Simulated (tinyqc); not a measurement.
Angle of incidence: periodic multilayer mirror for extreme ultraviolet light.

s polarisation, vacuum above. q_j = sqrt(N_j^2 - sin^2 theta); interface r_jk = (q_j - q_k)/(q_j + q_k) exp(-2 (2 pi/lam)^2 q_j q_k sg^2) (Nevot-Croce; sg = 0 if not given); phase factor of a layer x_j = exp(4 pi i q_j d_j/lam). Each period has the spacer (thickness (1 - Gm) L) on top of the absorber (Gm L). In this recursion R is the amplitude; R in tables and results is the reflectance, its squared modulus. The substrate is of the spacer material. Starting with R = 0 in it, each interface upward gives R -> (r + R x)/(1 + r R x), x that of the layer below the interface (1 for the substrate).

Inputs chosen for the exercise (optical constants near those of Mo and Si at 13.5 nm; the results hold for these values, not for the real material): lam = 13.5 nm (wavelength); dA = (0.0795, 0.00645) (delta and beta of the absorber, N = 1 - delta + i beta); dS = (0.0008, 0.00189) (delta and beta of the spacer and the substrate); L = 6.99 nm (period); Gm = 0.46 (absorber share of the period); sg = 0.3 nm (interface roughness); Np = 20 (periods).

Results:
```
theta (degrees)  lam_B (nm)      R
0                    13.463  0.621
2                    13.454  0.622
4                    13.427  0.623
6                    13.383  0.623
8                    13.321  0.615
10                   13.242  0.590
12                   13.145  0.529
14                   13.030  0.398
16                   12.898  0.174
18                   12.749  0.014
20                   12.583  0.057
```

lam_B = 2 L Re(mean q) falls with the angle, from 13.463 to 12.583 nm; the largest value listed is 0.623 at 4 degrees. R stays above 90 % of that value at 0, 2, 4, 6, 8 and 10 degrees, which bounds the cone of light that a mask or mirror with this period accepts.

Program tinyqc; command `OMP_NUM_THREADS=1 python tinyqc.py 1650734 1650735 out.jsonl`; about 0.01 s on one thread of a shared Intel(R) Xeon(R) Processor @ 2.30GHz.
